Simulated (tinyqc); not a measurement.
Off-state leakage of single and stacked transistors: two steps of the calculation.

n-channel devices of unit width. Subthreshold current I(Vg, Vs, Vd) = I0 (T/300 K)^0.5 exp[(Vg - Vs - VT(T) - gb (Vs - Vb) + dd (Vd - Vs))/(nf Vt)] (1 - exp(-(Vd - Vs)/Vt)), VT(T) = VT - cT (T - 300 K). Gate-edge tunnelling Ig (Vd/1 V) exp(ag (Vd - 1 V)), for a gate at 0 V, and band-to-band leakage Ab u exp(-Bb/u), u = Vd - Vb + 1 V, flow at a drain held at V; both are taken as independent of T. In a stack of off transistors (all gates at 0 V) the same subthreshold current passes through each.

Inputs (values chosen for the exercise); values of the order met in bulk silicon logic transistors:
```
symbol,value,unit,meaning
T,398,K,temperature
V,1.2,V,supply voltage
VT,0.45,V,"threshold at 300 K, zero drain and body bias"
cT,0.6,mV/K,fall of the threshold with temperature
I0,0.13,uA/um,current at threshold at 300 K
nf,1.29,,slope factor
dd,0.08,,drain-induced lowering per volt
gb,0.16,,rise of the threshold per volt of source-body bias
Ig,3e-6,uA/um,gate-edge tunnelling current at 1 V
ag,4.3,1/V,exponential slope of the gate current
Ab,9,uA/(um V),prefactor of band-to-band leakage at the drain
Bb,26,V,its exponential voltage
Vb,0,V,body voltage
```

Constants: q = 1.602176634e-19 C, kB = 1.380649e-23 J/K, Vt = kB T/q. Results are converted to the units shown.

Task 1. Leakage of one transistor. Vg = Vs = 0, Vd = V; effective threshold VT(T) - gb Vb - dd V.

Wanted: effective threshold; parts; total; shares.

Result 1.

effective threshold = 0.2952 V
parts (nA/um): subthreshold 0.1895, gate edge 0.008507, band-to-band 0.1459
total = 0.3439 nA/um
shares (%): subthreshold 55.10, gate edge 2.474, band-to-band 42.43

The subthreshold part is the largest.

Task 2. New Vx. Stack of two, Vx the node between them: I_low = I(0, 0, Vx), I_up = I(0, Vx, V), f = ln(I_up/I_low), f' = -(1 + gb + 2 dd)/(nf Vt) - 1/(Vt (exp(Vx/Vt) - 1)) - 1/(Vt (exp((V - Vx)/Vt) - 1)), Vx(new) = Vx - f/f'.

Vx after iteration 1 = 0.076511050 V

Give: I_low; I_up; f; f'; Vx after iteration 2.

Result 2.

I_low = 0.022181 nA/um
I_up = 0.022199 nA/um
f = 7.7003e-4
f' = -33.345 1/V
Vx after iteration 2 = 0.076534 V

Computed by the program tinyqc: `OMP_NUM_THREADS=1 python tinyqc.py 2242102 2242103 out.jsonl`, one thread of a shared Intel Xeon 2.30GHz, about 0.04 s for the whole run.
